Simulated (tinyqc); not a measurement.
From one set of inputs to another, one input at a time: Bloch-Grueneisen resistivity of a metal. Computed by tinyqc, a small Python program. Command: `OMP_NUM_THREADS=1 python tinyqc.py 3005262 3005263 out.jsonl bg ladder`. One thread of a shared host (Intel(R) Xeon(R) Processor @ 2.30GHz), about 0.01 s of CPU time with the checks.

Electrons scatter from a Debye spectrum of phonons (n = 5 for scattering within one band, n = 3 for scattering into a second, heavy band) and from static defects.

The inputs printed are set A. Set A is modelled on nickel; the values taken over come from a set modelled on cobalt. Inputs not listed in the table keep their values of set A, so the rows need not describe a real material.

Inputs (values chosen for the exercise, modelled on nickel):

| quantity | value | unit |
|---|---|---|
| exponent n | 5 | - |
| Debye temperature Theta | 401 | K |
| transport coupling lambda_tr | 0.2 | - |
| Drude plasma energy hbar w_p | 5.8 | eV |
| residual resistivity rho_0 | 0.01 | microohm cm |
| temperature T | 295 | K |

Addition: none.

Constants: k_B = 1.380649e-23 J/K; hbar = 1.054571817e-34 J s; eps_0 = 8.8541878128e-12 F/m; hbar = 6.582119569e-16 eV s; k_B = 8.617333262e-05 eV/K.

Method:
- rho_ph = (n - 1) rho_1 (T/Theta)^n J_n(Theta/T), with rho_1 = 2 pi lambda_tr k_B Theta/(hbar eps_0 w_p^2), the high-temperature line at T = Theta.
- J_n(y) = int_0^y x^n e^x/(e^x - 1)^2 dx, by 96 Gauss-Legendre points (upper limit at most 60).
- Matthiessen's rule: rho = rho_0 + rho_ph.
- Temperature coefficient (1/rho) d rho/dT by a central difference of +/- 0.5 K; residual ratio rho(295 K)/rho(4.2 K); scattering time tau = 1/(eps_0 w_p^2 rho); Wiedemann-Franz kappa = L_0 T/rho, L_0 = (pi^2/3)(k_B/e)^2.

Each row keeps all changes above it:

| input moved | from | to | resistivity rho (microohm cm) | residual resistance ratio | phonon resistivity rho_ph (microohm cm) |
|---|---|---|---|---|---|
| set A | - | - | 6.3921 | 639.17 | 6.3821 |
| transport coupling lambda_tr | 0.2 | 0.24 | 7.6685 | 766.80 | 7.6585 |
| residual resistivity rho_0 (microohm cm) | 0.01 | 2 | 9.6585 | 4.83 | 7.6585 |
| temperature T (K) | 295 | 200 | 6.6318 | 4.83 | 4.6318 |
| Debye temperature Theta (K) | 401 | 391 | 6.6794 | 4.85 | 4.6794 |
| Drude plasma energy hbar w_p (eV) | 5.8 | 6.7 | 5.5067 | 3.88 | 3.5067 |

Where does the difference come from?

Resistivity rho goes from 6.39 to 5.51, a factor 0.861 in all. The largest single move comes from temperature T (a factor 0.687), and residual resistivity rho_0 works against it (a factor 1.26). Residual resistance ratio goes from 639 to 3.88, a factor 0.00608 in all. The largest single move comes from residual resistivity rho_0 (a factor 0.00630). Phonon resistivity rho_ph goes from 6.38 to 3.51, a factor 0.549 in all. The largest single move comes from temperature T (a factor 0.605), and transport coupling lambda_tr works against it (a factor 1.20). The single moves hold for this order of the switches; the total does not depend on the order.

Caution (rows temperature T, Debye temperature Theta, Drude plasma energy hbar w_p): below about Theta/2 small-angle phonon scattering degrades heat flow more than charge flow, so a thermal conductivity taken from rho by the Wiedemann-Franz law would be too high.

Extremes, crossings and ranges named in words are read from the listed rows.
